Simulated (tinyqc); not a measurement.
Changing the stress sigma (tension positive): Raman shift of the zone-centre optical phonon of a diamond-structure crystal under stress. Computed by tinyqc, a small Python program. Command: `OMP_NUM_THREADS=1 python tinyqc.py 3000698 3000699 out.jsonl ramanstress sweep`. One thread of a shared host (Intel(R) Xeon(R) Processor @ 2.30GHz), about 0.01 s of CPU time with the checks.

Axes x, y, z are the cube axes. Strain shifts the threefold optical mode and can split it; p, q and r are the phonon deformation potentials.

Inputs (values chosen for the exercise, for a model crystal): unstrained frequency omega_0 = 636 1/cm; p/omega_0^2 = -1.08; q/omega_0^2 = -1.51; r/omega_0^2 = -0.549; C11 = 163 GPa; C12 = 59.6 GPa; C44 = 83.6 GPa; polarisation angle phi = 30 degree; temperature coefficient d omega/dT = -0.013 1/(cm K); local temperature T = 450 K; laser wavelength = 488 nm.

Stress state: biaxial. Axis: [001].

Constants: h = 6.62607015e-34 J s; c = 299792458 m/s; k_B = 1.380649e-23 J/K.

Method:
- S11 = (C11 + C12)/D, S12 = -C12/D, D = (C11 - C12)(C11 + 2 C12), S44 = 1/C44.
- Equal biaxial stress in the plane normal to the axis (unit vector n): sigma_ij = sigma (delta_ij - n_i n_j).
- eps_xx = S11 sigma_xx + S12 (sigma_yy + sigma_zz), and cyclic; eps_xy = S44 sigma_xy/2 (tensor strain).
- Secular matrix: M_xx = p eps_xx + q (eps_yy + eps_zz), M_xy = 2 r eps_xy; its eigenvalues are omega^2 - omega_0^2, and the shifts are these over 2 omega_0.
- gamma = -(p + 2q)/(6 omega_0^2); the mean of the three shifts is -gamma omega_0 x (volume strain).
- Backscattering from a (001) surface: incident polarisation (cos phi, sin phi, 0). With Raman tensors (R_z)_xy = (R_z)_yx = 1 and cyclic, only the z component u_z of a mode counts: I = u_z^2 sin^2(2 phi) for parallel and u_z^2 cos^2(2 phi) for crossed polarisers. An unresolved line sits at the intensity-weighted shift, which is M_zz/(2 omega_0).
- A temperature above 300 K shifts the line by (d omega/dT)(T - 300 K); divided by the shift per stress it poses as a stress; the total shift adds it to the shift of the observed line. The anti-Stokes to Stokes ratio is [(omega_L + omega_0)/(omega_L - omega_0)]^3 exp(-h c omega_0/(k_B T)) in photon counts, omega_L = 1/wavelength, resonance effects left out.

One run for each value; columns: (1) stress sigma (tension positive) (GPa); (2) shift of the observed line (1/cm); (3) mean shift (1/cm); (4) volume strain (per mille); (5) total shift (1/cm):
```
(1)        (2)      (3)      (4)      (5)
-2.40   9.5081   7.3922  -17.009    7.558
-1.70   6.7349   5.2361  -12.048    4.785
-1.00   3.9617   3.0801   -7.087    2.012
-0.34   1.3470   1.0472   -2.410   -0.603
0.34   -1.3470  -1.0472    2.410   -3.297
1.00   -3.9617  -3.0801    7.087   -5.912
1.70   -6.7349  -5.2361   12.048   -8.685
2.40   -9.5081  -7.3922   17.009  -11.458
```

Over the rows, shift of the observed line (1/cm) falls from 9.51 to -9.51; mean shift (1/cm) falls from 7.39 to -7.39; volume strain (per mille) rises from -17.0 to 17.0. All stress shifts are linear and odd in sigma; the total is offset by the thermal shift, -1.95 per cm, and passes zero between sigma = -1.0 and -0.34 GPa, where stress and heating cancel.

Caution (rows -2.40, 2.40): strains above about 1 % call for terms beyond linear order.

Extremes, crossings and ranges named in words are read from the listed rows.
